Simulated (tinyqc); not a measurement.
CISD on RHF in the 3-21g basis, for H2, spin multiplicity 1, step by step. One step of it, computed by the program tinyqc.

Task: CISD: roots. Diagonalise (each vector has its largest component positive (the first on a tie)); all determinants have Ms = 0, so triplets appear too. The lowest singlet root is the correlation energy.

Occupation strings over the orbitals (2 doubly, a alpha, b beta, 0 empty; spin orbitals ordered 1a 1b 2a 2b ...): 2000 ab00 a0b0 a00b ba00 b0a0 b00a 0200 0ab0 0a0b 0ba0 0020 00ab 0b0a 00ba 0002

H - E(HF) between determinants (hartree), lower triangle:
```
,2000,ab00,a0b0,a00b,ba00,b0a0,b00a,0200,0ab0,0a0b,0ba0,0020,00ab,0b0a,00ba,0002
2000,0.000000
ab00,0.000000,0.520270
a0b0,0.000000,0.000000,1.050978
a00b,0.000000,0.064968,0.000000,1.658303
ba00,0.000000,-0.082815,0.000000,0.079159,0.520270
b0a0,0.000000,0.000000,-0.118218,0.000000,0.000000,1.050978
b00a,0.000000,0.079159,0.000000,-0.137016,0.064968,0.000000,1.658303
0200,0.082815,0.000000,-0.022164,0.000000,0.000000,0.022164,0.000000,1.213707
0ab0,0.000000,-0.022164,0.000000,-0.084697,0.123303,0.000000,0.075162,0.000000,1.628028
0a0b,-0.079159,0.000000,-0.084697,0.000000,0.000000,0.020432,0.000000,0.153879,0.000000,2.174555
0ba0,0.000000,0.123303,0.000000,0.075162,-0.022164,0.000000,-0.084697,0.000000,-0.036778,0.000000,1.628028
0020,0.118218,0.000000,-0.041219,0.000000,0.000000,0.041219,0.000000,0.036778,0.000000,-0.000923,0.000000,2.145393
00ab,0.000000,-0.075162,0.000000,0.035203,0.020432,0.000000,-0.123535,0.000000,-0.000923,0.000000,-0.105524,0.000000,2.715904
0b0a,0.079159,0.000000,0.020432,0.000000,0.000000,-0.084697,0.000000,-0.153879,0.000000,-0.068067,0.000000,0.000923,0.000000,2.174555
00ba,0.000000,0.020432,0.000000,-0.123535,-0.075162,0.000000,0.035203,0.000000,-0.105524,0.000000,-0.000923,0.000000,-0.130110,0.000000,2.715904
0002,0.137016,0.000000,0.123535,0.000000,0.000000,-0.123535,0.000000,0.068067,0.000000,0.038967,0.000000,0.130110,0.000000,-0.038967,0.000000,3.383146
```

Give: lowest roots of this matrix, relative to E(HF); lowest vectors; <S^2> of these roots; weight of the ground state by excitation level 0, 1, 2, ....

Result:

lowest roots of this matrix, relative to E(HF) (hartree): -0.024  0.409  0.580  0.929  1.135  1.179  1.531  1.547

lowest vectors:
```
,root 1,root 2,root 3,root 4
2000,0.994,0.000,0.000,0.000
ab00,0.000,0.699,0.700,0.000
a0b0,0.004,0.000,0.000,0.706
a00b,0.000,-0.090,0.017,0.000
ba00,0.000,0.699,-0.700,0.000
b0a0,-0.004,0.000,0.000,0.706
b00a,0.000,-0.090,-0.017,0.000
0200,-0.073,0.000,0.000,0.000
0ab0,0.000,-0.060,0.094,0.000
0a0b,0.040,0.000,0.000,0.039
0ba0,0.000,-0.060,-0.094,0.000
0020,-0.050,0.000,0.000,0.000
00ab,0.000,0.011,0.024,0.000
0b0a,-0.040,0.000,0.000,0.039
00ba,0.000,0.011,-0.024,0.000
0002,-0.038,0.000,0.000,0.000
```

<S^2> of these roots: 0.000  2.000  0.000  2.000  0.000  0.000  2.000  0.000

weight of the ground state by excitation level 0, 1, 2, ...: 0.987  0.000  0.013
